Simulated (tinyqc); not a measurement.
Delay unit and parasitic delay from two ring oscillators.

Question. A ring of 31 inverters oscillates at 1/(2 x 31 d), with stage delay d = tau (h + p) for fan-out h. Find tau, p and the delay at fan-out 4.

frequencies of 31-stage ring oscillators with fan-out 2 and 5 (GHz): 2.2470092  1.2672087

Answer. d is a straight line in h with slope tau and intercept tau p.

tau = 1.85 ps
p = 1.88
delay at fan-out 4 = 10.9 ps

Numbers from tinyqc (`OMP_NUM_THREADS=1 python tinyqc.py 2082061 2082062 out.jsonl`; about 0.01 s on one thread of a shared Intel Xeon 2.30GHz).
